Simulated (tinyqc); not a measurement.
# Worked calculation: tunnelling through a two-layer gate stack, WKB transmission and Tsu-Esaki current

Numbers from tinyqc (`OMP_NUM_THREADS=1 python tinyqc.py 2540027 2540028 out.jsonl`; about 0.04 s on one thread of a shared Intel Xeon 2.30GHz). Printed values are rounded.

Electrons leave the emitter at x = 0. Energies E (motion across the layers) are in eV from the emitter Fermi level; the collector Fermi level lies at -V and offers states at every E. No charge in the dielectric and no image force: F1 = V/(t1 + t2 eps1/eps2), F2 = F1 eps1/eps2; U = phi1 - F1 x in layer 1 and phi2 - F1 t1 - F2 (x - t1) in layer 2. With C = hbar^2/(2 m0), kappa = sqrt(m (U - E)/C) where U > E and 0 elsewhere; T(E) = exp(-S), S = 2 times the integral of kappa over x.

Values chosen for this exercise; layer 1 close to silicon dioxide, layer 2 close to hafnium oxide:
- T = 350 K (temperature)
- Ef = 1.1 eV (Fermi energy of the emitter above its band bottom)
- me = 0.94 m0 (emitter mass in the supply function)
- phi1 = 3.13 eV (barrier of layer 1 above the emitter Fermi level at zero bias)
- m1 = 0.52 m0 (tunnelling mass of layer 1)
- t1 = 0.6 nm (thickness of layer 1)
- eps1 = 4.06 (relative permittivity of layer 1)
- phi2 = 1.52 eV (barrier of layer 2 at zero bias)
- m2 = 0.19 m0 (tunnelling mass of layer 2)
- t2 = 1.3 nm (thickness of layer 2)
- eps2 = 21 (relative permittivity of layer 2)
- V = 1 V (voltage across the dielectric)
- E = 0.03 eV (energy of the electron followed)
- nc = 4 (cells in each layer)
- Ea = -1.1 eV (lower end of the energy grid)
- Eb = 0.32 eV (upper end of the energy grid)
- nE = 15 (points of the energy grid)

Constants: q = 1.602176634e-19 C, kB = 1.380649e-23 J/K, hbar = 1.054571817e-34 J s, m0 = 9.1093837015e-31 kg, Vt = kB T/q, hbar^2/(2 m0) = 0.0380998212 eV nm^2. Results are converted to the units shown.

Range of the model: The field of 11.7 MV/cm is more than most gate dielectrics sustain; the model ignores breakdown. A layer thinner than 0.8 nm holds only a few atomic planes, where an effective mass is a rough description.

## Fields and band edges

F1 = V/(t1 + t2 eps1/eps2), F2 = F1 eps1/eps2; U = phi1 - F1 x in layer 1 and phi2 - F1 t1 - F2 (x - t1) in layer 2. EOT = 3.9 (t1/eps1 + t2/eps2).

F1 = 11.7463 MV/cm
F2 = 2.27095 MV/cm
U at the end of layer 1 = 2.42522 eV
U at the start of layer 2 = 0.815223 eV
U at the end of layer 2 = 0.52 eV
EOT = 0.817783 nm

## WKB exponent by the midpoint rule

Cut each layer into nc equal cells, take U and kappa at the cell centres, and sum S = 2 sum kappa h.

```
cell   x (nm)   U (eV)  kappa (1/nm)
0     0.07500  3.04190       6.41152
1     0.22500  2.86571       6.22115
2     0.37500  2.68951       6.02478
3     0.52500  2.51332       5.82179
4     0.76250  0.77832       1.93179
5     1.08750  0.70451       1.83405
6     1.41250  0.63071       1.73080
7     1.73750  0.55690       1.62099
```

S = 11.9702
T(E) = 6.32987e-6

## WKB exponent in closed form

Each layer adds (2/F) sqrt(m/C) [G(u at its left edge) - G(u at its right edge)] to S, with u = U - E (0 where negative) and G(u) = (2/3) u^1.5. The slope follows from 1/d = -dS/dE.

S = 11.9692
T(E) = 6.33611e-6
energy d over which T(E) grows by a factor e = 0.19998 eV

The midpoint rule gives S = 11.970, so its T(E) is 0.099 % below this value. The band edge stays above E through the whole stack: direct tunnelling through a trapezoid.

## Current density on a coarse energy grid

J = J0 times the integral of T(E) N(E) dE, N = ln[(1 + exp(-E/Vt))/(1 + exp((-E - V)/Vt))], J0 = q^2 me m0 kB T/(2 pi^2 hbar^3) (times 1e-4 for A/cm^2 per eV), by Simpson's rule on nE equally spaced points from Ea to Eb.

```
point    E (eV)        T(E)           N       T(E) N
0      -1.10000  7.21942e-8     33.1201   2.39108e-6
1      -0.99857  1.01430e-7     32.4387   3.29025e-6
2      -0.89714  1.43729e-7     29.7130   4.27060e-6
3      -0.79571  2.05572e-7     26.3814   5.42327e-6
4      -0.69429  2.97040e-7     23.0195   6.83771e-6
5      -0.59286  4.34064e-7     19.6566   8.53224e-6
6      -0.49143  6.42291e-7     16.2937   1.04653e-5
7      -0.39000  9.63868e-7     12.9308   1.24635e-5
8      -0.28857  1.46975e-6     9.56788   1.40624e-5
9      -0.18714  2.28280e-6     6.20688   1.41691e-5
10     -0.08571  3.62304e-6     2.89860   1.05017e-5
11      0.01571  5.90117e-6    0.466193   2.75109e-6
12      0.11714  9.92512e-6   0.0203605   2.02080e-7
13      0.21857  1.73994e-5  7.12123e-4   1.23905e-8
14      0.32000  3.22985e-5  2.46716e-5  7.96857e-10
```

J0 = 4.58808e8 A/(cm^2 eV)
J = 4368.80 A/cm^2

The integrand peaks at E = -0.187 eV among these points. A converged quadrature from -Ef to above the barrier gives 4387 A/cm^2; this grid is 0.42 % below that.
